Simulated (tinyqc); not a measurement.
## Via and link resistance from two via chains

Inverse problem. A chain of 2000 vias joined by 2000 metal links has R = 2000 (Rv + Rlink), with Rlink proportional to the link length. Find Rv, Rlink for length L, and the value of Rv that the short chain would give if the links were ignored.

resistance of chains of 2000 links with link lengths L and 3 L (ohm): 27200  33600

Solution. R per link is a straight line in the link length; its intercept at zero length is Rv.

Rv = 12.0 ohm
Rlink = 1.60 ohm
Rv without correction = 13.6 ohm

tinyqc, about 0.01 s, one thread, Intel Xeon 2.30GHz (shared host): `OMP_NUM_THREADS=1 python tinyqc.py 2750105 2750106 out.jsonl`
